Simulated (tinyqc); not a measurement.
From lone donors to an impurity band: impurity band of shallow donors (Hubbard estimate).

Constants: e^2/(4 pi eps0) = 14.39964547 eV angstrom.

Values chosen for the exercise (out of a larger set: near those of two donors in Si; not measured data):
- a = 19.8 angstrom (orbital radius)
- eps = 11.4 (dielectric constant)
- Ns = (0.024, 0.059, 0.14, 0.36, 0.83, 1.8, 3.6) x 1e18/cm^3 (donor densities)

Donors on a simple cubic lattice of spacing R = N^(-1/3) (1/angstrom^3 = 1e24/cm^3), Ha* = q/(eps a), q = e^2/(4 pi eps0), x = R/a. Hopping t = Ha* (1 + x) exp(-x), band width B = 12 t, on-site repulsion U = (5/8) Ha*; the gap closes near B/U = 1.15. Valley factors and disorder are left out.

Results:

| N (1e18/cm^3) | R (angstrom) | N^(1/3) a | t (meV) | B (meV) | B/U |
|---|---|---|---|---|---|
| 0.024 | 346.7 | 0.057 | 2.94e-05 | 0.000353 | 8.84e-06 |
| 0.059 | 256.9 | 0.077 | 0.00207 | 0.0248 | 0.000623 |
| 0.14 | 192.6 | 0.103 | 0.0408 | 0.490 | 0.0123 |
| 0.36 | 140.6 | 0.141 | 0.427 | 5.12 | 0.128 |
| 0.83 | 106.4 | 0.186 | 1.88 | 22.6 | 0.567 |
| 1.8 | 82.2 | 0.241 | 5.17 | 62.1 | 1.56 |
| 3.6 | 65.2 | 0.303 | 10.2 | 122 | 3.06 |

B/U passes 1.15 between 0.83 and 1.8 x 1e18/cm^3; the root is x = 4.52, N^(1/3) a = 0.221, N = 1.4 x 1e18/cm^3, below the 2.3 that the empirical rule N^(1/3) a = 0.26 gives; the estimate is rough, since random positions, the overlap of the orbitals and screening are left out. While N grows by 150 times, t grows by 3.46e+05 times.

Program tinyqc; command `OMP_NUM_THREADS=1 python tinyqc.py 1280412 1280413 out.jsonl`; about 0.01 s on one thread of a shared Intel(R) Xeon(R) Processor @ 2.30GHz.
